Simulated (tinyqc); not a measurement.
# The bottom gap that matches the currents

Inverse problem. Photon flux above E from a black body at temperature T into a hemisphere: Phi(E, T) = A sum_k exp(-k E/th)[E^2 th/k + 2 E th^2/k^2 + 2 th^3/k^3], k = 1, 2, ..., with th = kB T/q in eV and A = 2 pi q^3/(h^3 c^2). In a two-junction cell the top cell (gap E1) absorbs every photon above E1 and the bottom cell (gap E2) every photon between E2 and E1, one electron each; the sun fills the share fs X of the hemisphere. The currents match when Phi(E2, Ts) = 2 Phi(E1, Ts). Find E2 and the matched current q fs X Phi(E1, Ts).

Values chosen for this exercise: temperature of the black-body sun Ts = 4500 K; share of the hemisphere filled by the sun fs = 2.16e-5; concentration X = 1000.

Constants: q = 1.602176634e-19 C, kB = 1.380649e-23 J/K, h = 6.62607015e-34 J s, c = 299792458 m/s. Results are converted to the units shown.

E1 = 1.6574729 eV

Answer. Phi falls steadily with energy, so the condition has one root below E1.

E2 = 1.21 eV
matched current = 8.05e3 mA/cm^2

Computed by the program tinyqc: `OMP_NUM_THREADS=1 python tinyqc.py 2820008 2820009 out.jsonl`, one thread of a shared Intel Xeon 2.30GHz, about 0.01 s for the whole run.
